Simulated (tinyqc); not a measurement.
From one barrier to a miniband: Kronig-Penney superlattice by transfer matrices.

Wells (width a, potential 0, mass mw) alternate with barriers (width b, height V0, mass mb); period d = a + b; c = hbar^2/2m0. The vector (psi, psi'/m) is continuous, and a layer of thickness t carries it by M = [[cos kt, (m/k) sin kt], [-(k/m) sin kt, cos kt]] with k = sqrt(m (E - V)/c); for E < V, k = i kappa gives [[cosh, (m/kappa) sinh], [(kappa/m) sinh, cosh]] of kappa t. A Bloch state obeys cos(q d) = tr(Mb Mw)/2.

Constants: hbar^2/2m0 = 3.80998211 eV angstrom^2.

Parameters, chosen for this exercise (near those of a GaAs superlattice with barriers of AlGaAs; shifted at random, so the results belong to these values and not to a real crystal):

| symbol | value | unit | meaning |
|---|---|---|---|
| a | 60 | angstrom | well width |
| b | 22 | angstrom | barrier width |
| V0 | 0.203 | eV | barrier height |
| mw | 0.0676 | m0 | mass in the wells |
| mb | 0.0878 | m0 | mass in the barriers |

Transmission through N barriers separated by wells, between leads of the well material: T = 4/[(M11 + M22)^2 + (u M12 - M21/u)^2] with u = k/mw and M the product over all layers; twelve evenly spaced energies around the first miniband.

Transmission:

| E (eV) | tr M/2 of a period | N = 1 | N = 2 | N = 4 | N = 8 |
|---|---|---|---|---|---|
| 0.022954 | 2.632 | 0.115 | 0.00465 | 7.06e-06 | 1.63e-11 |
| 0.029976 | 1.906 | 0.145 | 0.0115 | 7.42e-05 | 3.09e-09 |
| 0.036997 | 1.272 | 0.174 | 0.0314 | 0.00162 | 5.04e-06 |
| 0.044019 | 0.721 | 0.200 | 0.108 | 0.951 | 0.829 |
| 0.051041 | 0.247 | 0.226 | 0.544 | 0.279 | 0.249 |
| 0.058062 | -0.156 | 0.250 | 0.773 | 0.485 | 0.265 |
| 0.065084 | -0.496 | 0.273 | 0.277 | 0.270 | 0.284 |
| 0.072105 | -0.777 | 0.295 | 0.148 | 0.503 | 0.232 |
| 0.079127 | -1.005 | 0.316 | 0.103 | 0.0267 | 0.00581 |
| 0.086148 | -1.186 | 0.336 | 0.0825 | 0.00680 | 5.54e-05 |
| 0.093170 | -1.323 | 0.355 | 0.0728 | 0.00313 | 5.92e-06 |
| 0.100191 | -1.422 | 0.373 | 0.0685 | 0.00198 | 1.62e-06 |

5 of the energies lie in the miniband (|tr M/2| <= 1); there T for N = 8 runs between 0.232 and 0.829. In the gaps it falls with N: at E = 0.1002 eV from 0.00198 (N = 4) to 1.62e-06 (N = 8), a slope of ln T of -1.78 a period, against -2 arccosh|tr M/2| = -1.78.

tinyqc: `OMP_NUM_THREADS=1 python tinyqc.py 1282437 1282438 out.jsonl`; about 0.09 s, one thread, shared Intel(R) Xeon(R) Processor @ 2.30GHz.
